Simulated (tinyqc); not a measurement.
# Nanowire ballistic transistor, top-of-the-barrier model: effects of single changes

At the top of the source barrier, states moving towards the drain are filled by the source (Fermi level 0) and states moving back by the drain (Fermi level -q Vd); nothing scatters. U is the shift of the band edge there, set by the capacitances CG, CD and CS (the total) and by the charge. Parabolic one-dimensional subband; the source is grounded.

Values chosen for this exercise; mass and valleys close to those of silicon (two valleys): temperature T = 350 K; effective mass m = 0.197 m0; valley degeneracy gv = 2; relative permittivity of the gate insulator eox = 9; insulator thickness tox = 1.5 nm; wire diameter d = 3 nm; gate control CG/CS aG = 0.9; drain control CD/CS aD = 0.056; band edge at the barrier top above the source Fermi level at zero bias E0 = 0.33 eV.

Constants: q = 1.602176634e-19 C, kB = 1.380649e-23 J/K, hbar = 1.054571817e-34 J s, h = 6.62607015e-34 J s, m0 = 9.1093837015e-31 kg, Vt = kB T/q, eps0 = 8.8541878128e-14 F/cm where lengths are in cm. Results are converted to the units shown.

Each table varies one quantity; the others keep the values above.

## Effect of the effective mass

N0 = gv sqrt(2 m kB T/pi)/hbar, CG = 2 pi eps0 eox/ln(1 + 2 tox/d), CS = CG/aG, n0 = n at U = 0 and Vd = 0. eta1 = -(E0 + U)/Vt, eta2 = eta1 - Vd/Vt, n = (N0/2)[F_(-1/2)(eta1) + F_(-1/2)(eta2)], F_(-1/2)(x) = (1/sqrt(pi)) int_0^infinity u^(-1/2)/(1 + exp(u - x)) du. U = UL + q (n - n0)/CS with UL = -(aG Vg + aD Vd), energies in eV. I = gv (2 q^2/h) Vt [ln(1 + exp eta1) - ln(1 + exp eta2)]. CQ = (q/Vt) dn/d(eta1). E0 is held fixed.

In this table Vg = 0.7 V, Vd = 0.7 V.

Results:
```
m (m0)   eta1  n (cm^-1)  I (uA)  mean velocity I/(q n) (cm/s)    CQ/CS
0.02    9.611    2.472e6   44.92                       1.134e8  0.08683
0.032   9.221    3.061e6   43.10                       8.788e7   0.1123
0.08    8.225    4.564e6   38.45                       5.257e7   0.1890
0.13    7.560    5.570e6   35.33                       3.959e7   0.2525
0.2     6.889    6.584e6   32.20                       3.053e7   0.3302
0.32    6.083    7.801e6   28.44                       2.276e7   0.4491
0.5     5.269    9.031e6   24.65                       1.704e7   0.6119
0.8     4.398    1.035e7   20.61                       1.243e7   0.8635
```

Estimate the missing row, m = 0.05 m0.

Computed row:
```
m (m0)   eta1  n (cm^-1)  I (uA)  mean velocity I/(q n) (cm/s)   CQ/CS
0.05    8.777    3.731e6   41.02                       6.863e7  0.1442
```

With this row back in the table: As m goes from 0.02 to 0.8 m0, n rises from 2.47e6 to 1.03e7 cm^-1, the mean velocity falls from 1.13e8 to 1.24e7 cm/s and the current falls from 44.9 to 20.6 uA. CQ/CS goes from 0.087 to 0.86. The loss of velocity outweighs the gain of charge over the whole range. At m = 0.8 m0 higher subbands of the wire, left out here, could begin to fill.

## Effect of the band edge at the barrier top above the source Fermi level at zero bias

Same model as above.

CQ = (q/Vt) dn/d(eta1).

In this table Vg = 0.7 V, Vd = 0.7 V.

Effect of the band edge at the barrier top above the source Fermi level at zero bias:
```
E0 (eV)   eta1  n (cm^-1)  I (uA)  mean velocity I/(q n) (cm/s)   CQ/CS
0.1      12.99    9.040e6   60.73                       4.193e7  0.2327
0.15     11.59    8.531e6   54.16                       3.963e7  0.2469
0.2      10.25    8.017e6   47.93                       3.731e7  0.2633
0.25     8.949    7.479e6   41.83                       3.490e7  0.2832
0.3      7.669    6.908e6   35.84                       3.238e7  0.3083
0.35     6.417    6.295e6   30.00                       2.974e7  0.3415
0.4      5.200    5.628e6   24.33                       2.698e7  0.3871
0.45     4.031    4.891e6   18.92                       2.414e7  0.4514
```

As E0 goes from 0.1 to 0.45 eV, n falls from 9.04e6 to 4.89e6 cm^-1, the mean velocity falls from 4.19e7 to 2.41e7 cm/s and the current falls from 60.7 to 18.9 uA. CQ/CS goes from 0.23 to 0.45.

## Effect of the insulator thickness

Same model as above.

CQ = (q/Vt) dn/d(eta1). E0 is held fixed.

In this table Vg = 0.7 V, Vd = 0.7 V.

Effect of the insulator thickness:
```
tox (nm)   eta1  n (cm^-1)  I (uA)  mean velocity I/(q n) (cm/s)   CQ/CS
0.5       9.167    7.572e6   42.84                       3.532e7  0.1160
0.74      8.463    7.268e6   39.56                       3.397e7  0.1689
1.1       7.628    6.889e6   35.65                       3.230e7  0.2454
1.6       6.761    6.470e6   31.61                       3.049e7  0.3469
2.4       5.801    5.968e6   27.13                       2.837e7  0.4997
3.6       4.887    5.442e6   22.88                       2.624e7  0.7097
5.4       4.075    4.921e6   19.13                       2.426e7  0.9873
8         3.409    4.447e6   16.09                       2.258e7   1.322
```

As tox goes from 0.5 to 8 nm, n falls from 7.57e6 to 4.45e6 cm^-1, the mean velocity falls from 3.53e7 to 2.26e7 cm/s and the current falls from 42.8 to 16.1 uA. CQ/CS goes from 0.12 to 1.3. Over the range the current goes as tox^(-0.35) on average. For tox = 0.5 to 0.74 nm the insulator is under 1 nm thick, where gate tunnelling would matter.

Computed by the program tinyqc: `OMP_NUM_THREADS=1 python tinyqc.py 2400089 2400090 out.jsonl`, one thread of a shared Intel Xeon 2.30GHz, about 0.04 s for the whole run.
